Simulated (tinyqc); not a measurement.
# Floating body of a partially depleted SOI transistor: body voltage and kink: output curve and kink

Source at 0 V. Channel current Ic = 2 nf K Vt^2 [F(0) - F(Vd)](1 + la Vd), F(V) = ln^2(1 + exp((Vg - VT - nf V)/(2 nf Vt))), VT = VT0 - gb Vb. Saturation voltage Vs = 2 Vt sqrt(F(0)) + 3 Vt, excess Ve = (Vd - Vs + sqrt((Vd - Vs)^2 + 0.0004 V^2))/2, multiplication M1 = Ai Ve exp(-Bl/Ve). Each junction passes D(v) = J1 (exp(v/Vt) - 1) + J2 (exp(v/(2 Vt)) - 1). Bipolar current Ib = bb J1 (exp(Vb/Vt) - 1). The body settles where M1 (Ic + Ib) = D(Vb) + D(Vb - Vd) + Vb/Rb; drain current Id = (1 + M1)(Ic + Ib) - D(Vb - Vd).

Rows with more than one solution for Vb (latch) are left out; dId/dVd by a forward difference over 1e-4 V, swing = 1e-4 V over the change of log10 Id; M1 under 1e-12 is printed as 0.

Inputs (values chosen for the exercise); values of the order met in partially depleted silicon-on-insulator transistors: temperature T = 300 K; threshold at zero body voltage VT0 = 0.51 V; fall of the threshold per volt of body voltage gb = 0.34; slope factor nf = 1.24; gain factor per width K = 510 uA/(V^2 um); channel-length modulation factor la = 0.07 1/V; impact-ionisation prefactor Ai = 2.01 1/V; impact-ionisation voltage Bl = 7.7 V; diffusion saturation current of each junction J1 = 1.8e-12 uA/um; recombination saturation current of each junction J2 = 2.3e-9 uA/um; gain of the lateral bipolar transistor on the diffusion current bb = 0; resistance of a weak body tie to the source (1e9 stands for no tie, and the term is then dropped) Rb = 1e9 kohm um; gate voltage Vg = 0.42 V.

Constants: q = 1.602176634e-19 C, kB = 1.380649e-23 J/K, Vt = kB T/q. Results are converted to the units shown.

Result of one run:
```
Vd (V)  Vb (V)        M1  Id, floating (uA/um)  Id, grounded (uA/um)  ratio  dId/dVd, floating (uS/um)  dId/dVd, grounded (uS/um)
1.4     0.5905  0.004579                 3.336               0.04512  73.93                      3.025                   0.004619
```

What becomes of these results when the drain voltage Vd is changed from 1.4 to 2.2 V, all else the same?

Result of the changed run:
```
Vd (V)  Vb (V)       M1  Id, floating (uA/um)  Id, grounded (uA/um)  ratio  dId/dVd, floating (uS/um)  dId/dVd, grounded (uS/um)
2.2     0.6781  0.08631                 5.597               0.05228  107.1                      3.037                    0.01463
```

The whole series:
```
Vd (V)  Vb (V)        M1  Id, floating (uA/um)  Id, grounded (uA/um)  ratio  dId/dVd, floating (uS/um)  dId/dVd, grounded (uS/um)
0.8     0.3980  1.259e-5                 1.095               0.04308  25.43                      4.721                   0.002876
1       0.4928  1.908e-4                 1.956               0.04366  44.80                      3.964                   0.003034
1.2     0.5503  0.001212                 2.693               0.04431  60.78                      3.426                   0.003551
1.4     0.5905  0.004579                 3.336               0.04512  73.93                      3.025                   0.004619
1.6     0.6205   0.01247                 3.914               0.04620  84.72                      2.790                   0.006312
1.8     0.6439   0.02730                 4.463               0.04769  93.59                      2.723                   0.008606
2       0.6626   0.05130                 5.014               0.04968  100.9                      2.811                    0.01141
2.2     0.6781   0.08631                 5.597               0.05228  107.1                      3.037                    0.01463
```

Vb rises from 0.398 to 0.678 V and the ratio of the currents rises from 25.4 to 107. The output conductance with a floating body exceeds the grounded value by the largest factor among the rows, 1640, at Vd = 0.8 V, where Vb = 0.398 V and M1 = 1.26e-5.

Range of the model: The multiplication law is an empirical form chosen for the exercise; self-heating and capacitive coupling to the body are left out, and the linear laws are rough once Vb passes about 0.7 V or M1 about 0.1.

tinyqc, about 0.2 s, one thread, Intel Xeon 2.30GHz (shared host): `OMP_NUM_THREADS=1 python tinyqc.py 2182092 2182093 out.jsonl`
